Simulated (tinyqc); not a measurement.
Compensation sets the slope of the freeze-out: donors on two lattice sites with valley-orbit split states.

Each donor binds at most one electron, in any of its states. For a site s, W_s = sum over its states of g exp(E/kT), and the ionised share is 1/(1 + W_s exp(eta)), eta = (EF - Ec)/kT; n = Nc F_1/2(eta); neutrality n + NA = ND x (mean ionised share, the two sites in equal numbers); holes are neglected. Nc from N = 2 (m kB T/(4 pi c))^(3/2) with c = hbar^2/2m0, in 1/angstrom^3; times 1e24 for 1/cm^3, m = md. F_j(eta) = (1/Gamma(j + 1)) integral_0^infinity x^j dx/(1 + exp(x - eta)), which tends to exp(eta) for eta << 0.

Constants: hbar^2/2m0 = 3.80998211 eV angstrom^2; kB = 8.617333262e-05 eV/K.

Values chosen for the exercise (near those of nitrogen in 4H-SiC; shifted at random, so the results belong to these values and not to a real crystal):
- md = 0.811 m0 (density-of-states mass of the conduction band)
- E = (64.8, 57.3, 122.9, 81.1) meV (binding energies of h ground, h excited, k ground, k excited)
- g = (2, 4, 2, 4) (their degeneracies with spin)
- ND = 4.9e+15 1/cm^3 (donors, half on each site)

NA = K ND. The slope energy is -d ln(n T^(-p))/d(1/kT) between 50 and 60 K, with p = 3/4 for K = 0 and p = 3/2 otherwise.

Results:

| K | n(50 K) (1/cm^3) | n(60 K) (1/cm^3) | slope energy (meV) |
|---|---|---|---|
| 0 | 1.82e+13 | 6.92e+13 | 31.04 |
| 0.0010 | 1.59e+13 | 6.68e+13 | 30.07 |
| 0.010 | 5.92e+12 | 4.85e+13 | 47.32 |
| 0.050 | 1.21e+12 | 1.68e+13 | 60.86 |
| 0.20 | 2.04e+11 | 3.00e+12 | 62.51 |
| 0.50 | 1.86e+08 | 8.85e+09 | 92.75 |

What can be read from this table?

Without acceptors the slope is 31.04 meV, against half the h-site ground-state energy, 32.40; with K = 0.05 it is 60.86 meV, against the full 64.8. The full energy (less a few meV where excited levels lie within a few kT) shows where n is far below NA, since the acceptors then hold EF near the donor level: n(60 K)/NA is 14 for K = 0.001 and 0.069 for K = 0.05; for K = 0.001 the sample is still in or near the uncompensated regime, where p = 3/2 is the wrong power, so that slope means little. At K = 0.5 the acceptors have taken as many electrons as there are h sites, EF sits between the two levels, and the slope is 92.8 meV against their mean of 93.8.

Run: tinyqc, `OMP_NUM_THREADS=1 python tinyqc.py 1681656 1681657 out.jsonl`; Intel(R) Xeon(R) Processor @ 2.30GHz, one thread, shared host; about 0.01 s of CPU time with all checks.
